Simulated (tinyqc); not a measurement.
Hot carriers by balance equations with a heated Maxwellian. Changing the phonon energy hbar w. Computed by tinyqc, a small Python program. Command: `OMP_NUM_THREADS=1 python tinyqc.py 3016872 3016873 out.jsonl hot sweep`. One thread of a shared host (Intel(R) Xeon(R) Processor @ 2.30GHz), about 0.09 s of CPU time with the checks.

The carriers follow a Maxwellian at an electron temperature T_e, slightly displaced; the drift energy is neglected against k_B T_e. The balance averages the rate, not the time, so mu_0 lies below the relaxation-time value.

Inputs (values chosen for the exercise, modelled on electrons in silicon):

| quantity | value | unit |
|---|---|---|
| effective mass m | 0.315 | m_0 |
| density rho | 2329 | kg/m^3 |
| sound velocity v_l | 9300 | m/s |
| acoustic deformation potential D_A | 9.4 | eV |
| optical or intervalley deformation potential D_o | 5.7 | 1e8 eV/cm |
| final valleys Z_f | 5 | - |
| lattice temperature T | 500 | K |
| electric field F | 5 | kV/cm |
| mixing | 0.2 | - |
| iteration cap | 300 | - |

Band: parabolic. Solver: damped fixed point.

Constants: k_B = 8.617333262e-05 eV/K; k_B = 1.380649e-23 J/K; e = 1.602176634e-19 C; hbar = 1.054571817e-34 J s; m_0 = 9.1093837015e-31 kg; hbar = 6.582119569e-16 eV s.

Method:
- Parabolic band: E = hbar^2 k^2/(2 m), speed v = hbar k/m, states per spin, volume and energy g(E) = m k/(2 pi^2 hbar^2). Masses are multiplied by m_0 and all formulas are in SI units.
- Phonon occupation N_q = 1/(exp(hbar w/(k_B T)) - 1).
- Acoustic deformation potential (elastic, equipartition, absorption and emission together): 1/tau = 2 pi k_B T D_A^2 g(E)/(hbar rho v_l^2).
- Optical or intervalley deformation potential: 1/tau = (pi Z_f D_o^2/(rho w)) [N_q g(E + hbar w) + (N_q + 1) g(E - hbar w)], with g = 0 below the band edge.
- Averages over the Maxwellian, <y> = int y x^(1/2) exp(-x) dx / int x^(1/2) exp(-x) dx with x = E/(k_B T_e), split at x_0 = hbar w/(k_B T_e): 64 Gauss-Legendre points in sqrt(x) below it and 128 in sqrt(x - x_0) above it, up to x = 32. Momentum balance: mu(T_e) = e/(m nu), nu = <x (sum of rates)>/<x>. Power lost per carrier: P(T_e) = hbar w <emission rate - absorption rate> + <(2 m v_l^2/(k_B T)) (E - 2 k_B T) acoustic rate>.
- Energy relaxation time at weak heating: tau_E = (3/2) k_B / (dP/dT_e), the derivative by a central difference of +/- 0.5 K at T_e = T.
- Fixed point: T_out = T + (T_e - T) e mu(T_e) F^2/P(T_e), T_new = T_e + mixing (T_out - T_e).
- Start at T_e = 1.5 T; stop when T_e moves by less than 1e-6 K or exceeds 1e6 K.
- v = mu(T_e) F; warm-carrier coefficient (mu/mu_0 - 1)/F^2.

One run for each value:

| phonon energy hbar w (meV) | drift velocity (1e7 cm/s) | electron temperature T_e (K) | energy relaxation time tau_E (ps) |
|---|---|---|---|
| 15 | 0.0164 | 501.3 | 0.2051 |
| 21 | 0.0315 | 502.6 | 0.2115 |
| 29 | 0.0579 | 505.0 | 0.2222 |
| 40 | 0.1025 | 509.6 | 0.2410 |
| 56 | 0.1746 | 518.8 | 0.2772 |
| 78 | 0.2656 | 535.5 | 0.3477 |
| 110 | 0.3537 | 566.3 | 0.5105 |
| 150 | 0.3994 | 615.4 | 0.8818 |

Over the rows, drift velocity (1e7 cm/s) rises from 0.0164 to 0.399 (exponent d ln y / d ln x 1.9 between the first rows and 0.39 between the last); electron temperature T_e (K) rises from 501 to 615 (exponent d ln y / d ln x 0.0076 between the first rows and 0.27 between the last); energy relaxation time tau_E (ps) rises from 0.205 to 0.882 (exponent d ln y / d ln x 0.091 between the first rows and 1.8 between the last).
